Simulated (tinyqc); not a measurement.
Band-to-band tunnelling across a p-n junction in a two-band chain, step by step. Values are carried at full precision from step to step, so a last printed digit may differ when a step is redone from the rounded ones.

Sites alternate A at -Eg/2 and C at +Eg/2 with hopping -t; near the edges, with k counted from the zone boundary pi/a, E^2 = (Eg/2)^2 + (t a k)^2, so t = sqrt(c Eg/m)/a gives the mass m, c = hbar^2/2m0. In the gap cosh(q a) = 1 + (Eg^2/4 - e^2)/(2 t^2), e the energy from the local mid-gap. The potential is V0 = Eg + ov on the p side (left), 0 on the n side, and falls linearly over the 2N sites of the junction, V_j = V0 (1 - j/(2N + 1)), j = 1 to 2N, site 1 being A. E = Eg/2 + x ov. A half chain that ends on a site of level e1 with neighbour e2 has g = (1 + z)/(E - e1), z = exp(-/+ i k a) the root with Im g < 0, cos(k a) = (E - e1)(E - e2)/(2 t^2) - 1. S_L = t^2 g (ending on C, shifted by V0), S_R = t^2 g (starting on A). T = 4 Im(S_L) Im(S_R) |G_(1,2N)|^2.

Constants: hbar^2/2m0 = 3.80998211 eV angstrom^2.

Inputs chosen for the exercise (gap and mass near those of InGaAs; not measured data):
- Eg = 0.739 eV (gap)
- m = 0.0433 m0 (mass of electron and light hole)
- a = 5 angstrom (period (two sites))
- ov = 0.32 eV (overlap: top of the valence band on the p side above the conduction edge on the n side)
- N = 3 (periods in the small junction)
- x = 0.37 (energy above the n-side conduction edge, as a share of ov)

## Hopping, field and tunnelling length

Form t, V0, E, the field F = V0/((2N + 1) a/2) (1 V/angstrom = 100 MV/cm) and the length Eg/F over which E lies in the gap.

t = 1.6128 eV
V0 = 1.0590 eV
E = 0.4879 eV
F = 6.051 MV/cm
tunnelling length = 12.21 angstrom

So short a junction keeps the matrix small; its field is above the 1 to 3 MV/cm of tunnel diodes.

## Self-energies of the two sides

Form cos(k a) and S for each side.

cos(k a): left -0.963548, right -0.980485

S_L, S_R (eV): -0.10080-0.73981i  0.05920-0.59638i

## Recursive Green function

g_1 = 1/(E - e_1 - S_L); g_j = 1/(E - e_j - t^2 g_(j-1)), with S_R also subtracted at the last site; G_1j = G_1(j-1) (-t) g_j, G_11 = g_1; e_j is the site level plus V_j. The self-energies stand in the order S_L, S_R.

Sweep:
```
j,e_j (eV),g_j (1/eV),G_1j (1/eV)
1,0.5382,0.0918-1.3454i,0.0918-1.3454i
2,1.1259,-0.0674-0.2689i,0.5934-0.1064i
3,0.2356,0.6363-1.0410i,-0.4304+1.1054i
4,0.8234,-0.1763-0.2398i,-0.5498+0.1478i
5,-0.0669,0.7158-0.4405i,0.5296-0.5612i
6,0.5208,-0.2851-0.2542i,0.4736-0.0409i
```

T = 0.3989

## WKB for the same field

T = exp(-2 I/F), I = integral of q de across the gap. Continuum: q = sqrt(Eg^2/4 - e^2)/(t a), I = pi Eg^2/(8 t a). Lattice: q from the cosh formula, 12 Gauss-Legendre points in u with e = (Eg/2) sin(u), u from -pi/2 to pi/2. F in V/angstrom is the value in MV/cm over 100.

I (eV/angstrom): continuum 0.026596, lattice 0.026552

T by WKB: continuum 0.4152, lattice 0.4158

The chain gives 0.3989, 0.959 times the lattice WKB value; the exponent is only 0.88, and reflections at the two kinks of the potential count.

## Checks

- G_(1,2N) from the sweep against inversion of the whole matrix (size): both 0.47541.

Computed by tinyqc, a small Python program: `OMP_NUM_THREADS=1 python tinyqc.py 1481742 1481743 out.jsonl` (the numbers bound the seed that draws the inputs); one thread of a shared host (Intel(R) Xeon(R) Processor @ 2.30GHz), about 0.01 s for the whole set of steps.
